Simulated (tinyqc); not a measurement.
Quantum limit of the contact resistance of a three-dimensional channel: one step of the calculation.

Parabolic band with gv valleys, C = hbar^2/(2 m0), eta = (EF - Ec)/(kB T). Landauer picture: each mode conducts 2 q^2/h, and the contacts and the channel add incoherently in series, 1/Tt - 1 = 2 (1/tc - 1) + L/lam for the total transmission Tt.

Question. Resistances. RQ = (h/2q^2)/M for the whole device, R = RQ/Tt; the part of one contact is Rc = RQ (1/tc - 1/2) and the channel adds RQ L/lam.

Inputs (values chosen for the exercise):
```
symbol  value  unit                                meaning
tc       0.83                 transmission of each contact
lam        13    nm  back-scattering length of the channel
L          19    nm                         channel length
```

Constants: q = 1.602176634e-19 C, h = 6.62607015e-34 J s. Results are converted to the units shown.

M = 3.3517715e12 cm^-2

Wanted: RQ; Rc; channel; R; Tt.

Answer.

RQ = 3.8506e-9 ohm cm^2
Rc = 2.7140e-9 ohm cm^2
channel = 5.6278e-9 ohm cm^2
R = 1.1056e-8 ohm cm^2
Tt = 0.34829

The two contacts make up 49.1 % of R.

Computed by the program tinyqc: `OMP_NUM_THREADS=1 python tinyqc.py 2760090 2760091 out.jsonl`, one thread of a shared Intel Xeon 2.30GHz, about 0.01 s for the whole run.
